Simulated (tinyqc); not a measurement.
Worked calculation: standing waves and exposure in a photoresist film. Values are carried at full precision from step to step, so a last printed digit may differ when a step is redone from the rounded ones.

Normal incidence from air. Unexposed resist: N1 = n1 + i k1 with k1 = (A + B) lam/(4 pi), lam in micrometres. r01 = (1 - N1)/(1 + N1), t01 = 2/(1 + N1). Below the resist lie the layer Na = na + i ka and the substrate Ns = ns + i ks: r12 = (r1a + ras x)/(1 + r1a ras x), x = exp(4 pi i Na da/lam), r1a = (N1 - Na)/(N1 + Na), ras = (Na - Ns)/(Na + Ns). With p = exp(2 pi i N1 d/lam), the field at depth z is E(z) = t01 [exp(2 pi i N1 z/lam) + r12 p^2 exp(-2 pi i N1 z/lam)]/(1 + r01 r12 p^2), the relative intensity I(z) = n1 |E(z)|^2 and the reflectance R = |(r01 + r12 p^2)/(1 + r01 r12 p^2)|^2.

Values chosen for the exercise (a resist on W, indices near tabulated ones; shifted at random, so the results belong to these values and not to a real crystal): lam = 193 nm (vacuum wavelength); n1 = 1.679 (resist index); A = 0.09 1/micrometre (bleachable absorption (Dill A)); B = 0.77 1/micrometre (fixed absorption (Dill B)); d = 241 nm (resist thickness); ns = 1.274 (substrate n); ks = 3.062 (substrate k); na = 1.783 (n of the bottom antireflection layer); ka = 0.307 (its k); da = 52 nm (its thickness); C = 0.012 cm^2/mJ (exposure rate (Dill C)); D = 40 mJ/cm^2 (incident dose); Ld = 15 nm (diffusion length of the post-exposure bake).

## Interface coefficients

Form N1, r01, t01 and r12.

N1 = 1.67900+0.01321i
r01 = -0.2535-0.0037i
t01 = 0.7465-0.0037i
r12 = -0.2129-0.2141i
|r12|^2 = 0.0912

Next to the bottom the intensity swings by a factor ((1 + |r12|)/(1 - |r12|))^2 = 3.48 between antinode and node; without the layer |r12|^2 would be 0.5204.

## Round trip and reflectance

Form p^2, the denominator and R; the period of the standing wave is lam/(2 n1).

p^2 = 0.2842+0.7615i
1 + r01 r12 p^2 = 0.9732+0.0561i
R = 0.0780
period = 57.47 nm

The film holds 4.19 periods.

## Intensity and exposure over the lowest period

Nine depths from d - period to d. Without bleaching during the exposure the share of unexposed compound is m = exp(-C D I).

Profile:
```
z (nm)      I      m
183.5   0.570  0.761
190.7   0.422  0.817
197.9   0.558  0.765
205.1   0.895  0.651
212.3   1.232  0.553
219.4   1.370  0.518
226.6   1.225  0.555
233.8   0.879  0.656
241.0   0.533  0.774
```

I runs from 0.422 to 1.370 on these points, so m runs from 0.518 to 0.817; the least exposed point listed lies 50.3 nm above the bottom.

## Smoothing by the bake

Gaussian diffusion of length Ld multiplies a cosine of period L by exp(-2 pi^2 Ld^2/L^2). Give that factor, and the Ld that leaves 10 %.

factor = 0.261
Ld for 10 % = 19.63 nm

## Checks

- R against the transfer-matrix product: both 0.078033.

Program tinyqc; command `OMP_NUM_THREADS=1 python tinyqc.py 1680145 1680146 out.jsonl`; about 0.01 s on one thread of a shared Intel(R) Xeon(R) Processor @ 2.30GHz.
